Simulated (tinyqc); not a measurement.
Convergence with the k mesh: Bethe-Salpeter matrix of a two-band square lattice (Tamm-Dancoff form).

One valence and one conduction band, lattice period 1, mesh k = 2 pi j/N along each axis (first index slowest). Pair energies D(k) = Eg + 2 t sum(1 - cos k), t = tc + tv. Screened attraction W(R) = U at R = 0 and V/|R| otherwise, R over the N x N cells with the nearest image; W(q) = sum_R W(R) cos(q R). H(k, k') = D(k) delta - W(k - k')/Nk + 2 J/Nk for singlets (J = 0 for triplets), Nk the number of k points. With a constant transition dipole the strength of a state is f = (sum_k A_k)^2/Nk, and the f sum to 1.

Inputs chosen for the exercise:

| symbol | value | unit | meaning |
|---|---|---|---|
| Eg | 5.9 | eV | quasiparticle gap |
| tc | 0.21 | eV | conduction hopping |
| tv | 0.08 | eV | valence hopping |
| U | 1.38 | eV | attraction in the same cell |
| V | 0 | eV | attraction at one cell distance |
| J | 0.59 | eV | exchange in the same cell |

Lowest triplet and singlet, and f of the singlet, against N.

Results:

| N | Eg - E triplet (eV) | Eg - E singlet (eV) | f singlet |
|---|---|---|---|
| 3 | 0.5275 | 0.0261 | 0.1530 |
| 4 | 0.4873 | 0.0153 | 0.0930 |
| 6 | 0.4736 | 0.0072 | 0.0463 |
| 9 | 0.4726 | 0.0034 | 0.0232 |
| 14 | 0.4725 | 0.0015 | 0.0110 |
| 22 | 0.4725 | 0.0007 | 0.0052 |
| 36 | 0.4725 | 0.0003 | 0.0023 |

The coarsest mesh misjudges the singlet binding by +0.0259 eV against the finest: a mesh of N points along an axis repeats the pair every N cells. The triplet is within 1 meV of the last row from N = 9 on. The singlet is within 1 meV of the last row from N = 22 on, a loose bar for so small a binding. The more tightly bound triplet is the smaller object in R, so it needs no more points than the singlet.

Computed by tinyqc, a small Python program: `OMP_NUM_THREADS=1 python tinyqc.py 1281008 1281009 out.jsonl` (the numbers bound the seed that draws the inputs); one thread of a shared host (Intel(R) Xeon(R) Processor @ 2.30GHz), about 1 s for the whole set of steps.
